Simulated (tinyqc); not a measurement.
# Input admittance of a MOSFET at zero drain bias: distributed channel and distributed gate: what changes with what

Source and drain grounded, strong inversion, w = 2 pi f, Cox = eps0 eox/tox. The channel is an RC line of resistance 1/(mu Cox Vo) per square fed from both ends, so one finger has the intrinsic admittance y = i w Cox L tanh(g)/g per width, g = (1/2) sqrt(i w tau), tau = L^2/(mu Vo). The vertical resistance rv/L is in series with y, the overlaps 2 i w Cov in parallel: y_t = 1/(1/y + rv/L) + 2 i w Cov. The gate strip is a line of Rsh/L per length loaded by y_t, so a finger has Y = y_t Wf tanh(k)/k, k = (Wf/sd) sqrt(y_t Rsh/L); the device has Nf Y.

Inputs (values chosen for the exercise); values of the order met in silicon radio-frequency transistors: relative permittivity of the gate insulator (close to silicon dioxide) eox = 3.9; insulator thickness tox = 2.7 nm; channel length L = 0.21 um; finger width Wf = 0.85 um; number of fingers Nf = 1; channel mobility mu = 130 cm^2/(V s); gate overdrive Vo = 0.75 V; sheet resistance of the gate Rsh = 37 ohm/square; vertical resistivity of the gate stack rv = 0 ohm um^2; number of ends at which a finger is contacted sd = 2; overlap and fringe capacitance on each side Cov = 0.36 fF/um; frequency f = 36 GHz.

Constants: eps0 = 8.8541878128e-14 F/cm where lengths are in cm. Results are converted to the units shown.

Each table varies one quantity; the others keep the values above.

## Input impedance against frequency

Low-frequency limits, with c = Cox L and ct = c + 2 Cov: R_strip = Rsh Wf/(3 sd^2 L Nf), R_ch = (c/ct)^2 L/(12 mu Cox Vo Wf Nf), R_vert = (c/ct)^2 rv/(L Wf Nf), C = ct Wf Nf. Z = 1/(Nf Y) = R + 1/(i w C), Q = |Im Z|/R, far-point signal |1/cosh k|.

The same in every row: low-frequency R (ohm) = 115.2.

Results:
```
f (GHz),w tau,|k|,R (ohm),C (fF),Q,signal at the far point
0.4,0.01137,0.01650,115.2,2.895,1194,1.000
0.8,0.02274,0.02334,115.2,2.895,596.8,1.000
2,0.05684,0.03691,115.2,2.895,238.7,1.000
4,0.1137,0.05219,115.2,2.895,119.4,1.000
10,0.2842,0.08251,115.1,2.894,47.75,0.9999
20,0.5684,0.1166,115.1,2.893,23.90,0.9997
60,1.705,0.2009,114.8,2.876,8.036,0.9976
300,8.526,0.4031,106.4,2.520,1.979,0.9661
```

Estimate the missing row, f = 100 GHz.

Computed row:
```
f (GHz),w tau,|k|,R (ohm),C (fF),Q,signal at the far point
100,2.842,0.2566,114.1,2.843,4.906,0.9938
```

With this row back in the table: R falls from 115 to 106 ohm and C falls from 2.89 to 2.52 fF. Q goes as f^(-1.00) between the first two rows and f^(-0.83) between the last two, where w tau = 8.53 and |k| = 0.403. The low-frequency limits hold both R and C within 5 % up to f = 100 GHz among the rows.

## Dividing a fixed width into fingers

Total width Wf Nf = 0.85 um; each finger also has a contact resistance Rc at each contacted end, which adds Rc/(sd Nf). The resistances are low-frequency limits, good while |k| is below about 1; the far-point signal is |1/cosh k| at f, without Rc.

The same in every row: R_ch + R_vert (ohm) = 102.7.

Results:
```
Nf,Wf (um),R_strip (ohm),Rc/(sd Nf) for Rc = 30 ohm (ohm),sum (ohm),signal at the far point
1,0.8500,12.48,15.00,130.2,0.9991
2,0.4250,3.120,7.500,113.3,0.9998
4,0.2125,0.7800,3.750,107.2,0.9999
8,0.1062,0.1950,1.875,104.7,1.000
32,0.02656,0.01219,0.4688,103.2,1.000
64,0.01328,0.003047,0.2344,102.9,1.000
128,0.006641,7.617e-4,0.1172,102.8,1.000
```

Estimate the missing row, Nf = 16.

Computed row:
```
Nf,Wf (um),R_strip (ohm),Rc/(sd Nf) for Rc = 30 ohm (ohm),sum (ohm),signal at the far point
16,0.05312,0.04875,0.9375,103.7,1.000
```

With this row back in the table: R_strip falls as 1/Nf^2, from 12.5 to 7.62e-4 ohm, the contact term as 1/Nf, and R_ch + R_vert stays at 103 ohm since the total width is fixed. The sum is within a factor 1.5 of that floor from Nf = 1 on. More fingers add wiring capacitance, which is left out.

Numbers from tinyqc (`OMP_NUM_THREADS=1 python tinyqc.py 2262203 2262204 out.jsonl`; about 0.01 s on one thread of a shared Intel Xeon 2.30GHz).
